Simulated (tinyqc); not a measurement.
# Hot electrons in a saturated n-channel MOSFET, lucky-electron model, step by step

Program tinyqc, `OMP_NUM_THREADS=1 python tinyqc.py 2550124 2550125 out.jsonl`; Intel Xeon 2.30GHz, shared host, one thread, about 0.01 s. Printed values are rounded.

Beyond pinch-off the lateral field grows as Esat cosh(y/l) over the velocity-saturated region (pseudo-two-dimensional model). Impact ionisation in this region gives the substrate current, which biases the body forward through Rsub. Currents are per width. Local-field laws: they overstate ionisation when the field peak is narrower than an energy relaxation length.

Parameters, values chosen for the exercise; values close to those of silicon n-channel devices:
- L = 0.35 um (channel length)
- tox = 7 nm (oxide thickness)
- xj = 140 nm (junction depth)
- VT = 0.69 V (threshold)
- mu = 430 cm^2/(V s) (effective mobility)
- vs = 8.1e6 cm/s (saturation velocity)
- Ai = 2e6 1/cm (ionisation prefactor)
- Bi = 1.86 MV/cm (ionisation field)
- Rd = 400 ohm um (resistance of the lightly doped drain)
- Rsub = 8700 ohm um (substrate resistance)
- kb = 0.49 (fall of VT per volt of forward body bias)
- lm = 7.5 nm (hot-electron mean free path)
- pb = 3.2 V (oxide barrier)
- Cg = 0.0029 (prefactor of the gate current)
- m = 3.3 (lifetime exponent)
- Hl = 640 s uA/um (lifetime constant)
- Vd = 2.3 V (drain voltage)
- Vg = 1.7 V (gate voltage)

Constants: eps0 = 8.8541878128e-14 F/cm where lengths are in cm. Results are converted to the units shown.

## Length and field scales

Cox = 3.9 eps0/tox, l = sqrt(3 tox xj), Esat = 2 vs/mu.

Cox = 0.493305 uF/cm^2
l = 54.2218 nm
Esat = 0.0376744 MV/cm
Esat L = 1.31860 V

## Iteration 1: body bias from the substrate current

Vb at the start = 0 V

Cox = 3.9 eps0/tox. Overdrive g = Vg - VT + kb Vb; Vdsat = g Esat L/(g + Esat L); Id = Cox vs (g - Vdsat); dV = Vd - Id Rd - Vdsat; Em = sqrt((dV/l)^2 + Esat^2); Isub = Id (Ai/Bi) l Em exp(-Bi/Em). Vb(new) = Rsub Isub.

Vdsat = 0.571926 V
Id = 175.044 uA/um
dV = 1.65806 V
Em = 0.308104 MV/cm
Isub = 0.751155 uA/um
Vb after iteration 1 = 0.00653505 V

## Iteration 2: body bias from the substrate current

As before.

Vdsat = 0.572952 V
Id = 175.914 uA/um
dV = 1.65668 V
Em = 0.307852 MV/cm
Isub = 0.750562 uA/um
Vb after iteration 2 = 0.00652989 V

## Course of the iteration: body bias from the substrate current

Stop when Vb changes by less than 1e-9 V, or after 60 iterations.

Course of the iteration:
```
iteration      Vb (V)  |change| (V)
1          0.00653505       6.54e-3
2          0.00652989       5.15e-6
3          0.00652990       4.11e-9
4          0.00652990      3.27e-12
```

Converged in 4 iterations. At the end each change is about 8.0e-4 times the one before, with alternating sign: linear convergence.

## Gate current, lifetime and channel shortening

Id = 175.913 uA/um
dV = 1.65668 V
Em = 0.307852 MV/cm
Isub = 0.750563 uA/um

Ig = Cg Id exp(-pb/(lm Em)); lifetime tau = (Hl/Id)(Isub/Id)^(-m); length of the saturated region dL = l ln[(dV/l + Em)/Esat]. 1 year = 3.15576e7 s.

Isub/Id = 0.00426667
Ig = 0.488216 pA/um
tau = 7.62930 years
dL = 151.280 nm

The lifetime misses ten years. Integrating Ai exp(-Bi/E) over the cosh profile gives Isub/Id = 0.00376, so the closed form is 13 % above it.
